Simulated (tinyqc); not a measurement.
## Abrupt p-n junction, non-linear Poisson equation by Newton steps: starts and damping rules compared

One dimension, p side on the left, n side on the right; net doping C = -Na for x < 0 and +Nd for x > 0. The potential psi is counted from the intrinsic level, and the quasi-Fermi potentials are flat: 0 for holes and -V for electrons, so n = ni exp((psi + V)/Vt) and p = ni exp(-psi/Vt) (Boltzmann statistics, full ionisation, no current).

a_i = eps0 eps_r/h_i for the interval from node i to i + 1, with h_i = x_(i+1) - x_i in cm.

n_i = ni exp((psi_i + V)/Vt), p_i = ni exp(-psi_i/Vt), rho_i = p_i - n_i + C_i, g_i = (n_i + p_i)/Vt. Box widths w_i = (h_(i-1) + h_i)/2 in cm. Residual F_i = a_i (psi_(i+1) - psi_i) - a_(i-1) (psi_i - psi_(i-1)) + q rho_i w_i; Jacobian: a_(i-1) and a_i beside the diagonal, b_i = -a_(i-1) - a_i - q g_i w_i on it. The two end nodes are fixed.

Iterations until the largest undamped |d| is below 1e-9 V (the last, tiny step is counted), with a cap of 100; "overflow" would mean that an exponential left the range of double precision. Starts:
- neutral: psi_p = -Vt ln(Na/ni) on nodes with x < 0 and psi_n = Vt ln(Nd/ni) - V on the others.
- depletion: The parabolas of an abrupt Na-Nd junction in the depletion approximation: psi_p + q Na (x + xp)^2/(2 eps0 eps_r) for -xp < x < 0, psi_n - q Nd (xn - x)^2/(2 eps0 eps_r) for 0 < x < xn, flat outside, with W = sqrt(2 eps0 eps_r (psi_n - psi_p)(1/Na + 1/Nd)/q), xp = W Nd/(Na + Nd), xn = W Na/(Na + Nd), psi_p = -Vt ln(Na/ni), psi_n = Vt ln(Nd/ni) - V.
- linear: A straight line in x from psi_p = -Vt ln(Na/ni) at the first node to psi_n = Vt ln(Nd/ni) - V at the last.

Rules for the step d, which solves the tridiagonal system a_(i-1) d_(i-1) + b_i d_i + a_i d_(i+1) = -F_i:
- full Newton steps: the full step is added.
- logarithmic damping: each component d is damped to sign(d) Vt ln(1 + |d|/Vt) before it is added.
- steps capped at 4 Vt: if the largest |d| exceeds 4 Vt, the whole step is scaled down so that it equals 4 Vt.
- halved steps: half of the step is added while the largest |d| exceeds 1.5 Vt, the full step after that.

Values chosen for this exercise; band and dielectric values those of a made-up semiconductor: temperature T = 300 K; band gap Eg = 1.12 eV; relative permittivity eps_r = 11.9; conduction-band density of states at T Nc = 5.36e17 cm^-3; valence-band density of states at T Nv = 8.34e18 cm^-3; acceptor density of the p side Na = 3.8e16 cm^-3; donor density of the n side Nd = 3.6e15 cm^-3; bias of the p side against the n side V = 0 V.

Constants: q = 1.602176634e-19 C, kB = 1.380649e-23 J/K, Vt = kB T/q, eps0 = 8.8541878128e-14 F/cm where lengths are in cm. Results are converted to the units shown.

```
node  x (nm)  net doping C (cm^-3)
0       -224               -3.8e16
1       -168               -3.8e16
2       -120               -3.8e16
3      -78.6               -3.8e16
4      -43.3               -3.8e16
5        -13               -3.8e16
6         13                3.6e15
7       49.5                3.6e15
8        101                3.6e15
9        172                3.6e15
10       273                3.6e15
11       414                3.6e15
12       613                3.6e15
13       891                3.6e15
14      1280                3.6e15
```

ni = 8.27141e8 cm^-3

Iterations needed:
```
           full Newton steps  logarithmic damping  steps capped at 4 Vt  halved steps
neutral                    8                   17                    11            10
depletion                  5                    6                     5             5
linear                    33                   11                    10            16
```

What does the comparison show?

The fewest iterations, 5, are needed by full Newton steps from the depletion start and steps capped at 4 Vt from the depletion start and halved steps from the depletion start. Every pairing converges. Lowest count for the worst start: steps capped at 4 Vt, at most 11 iterations.

Program tinyqc, `OMP_NUM_THREADS=1 python tinyqc.py 2000136 2000137 out.jsonl`; Intel Xeon 2.30GHz, shared host, one thread, about 0.03 s.
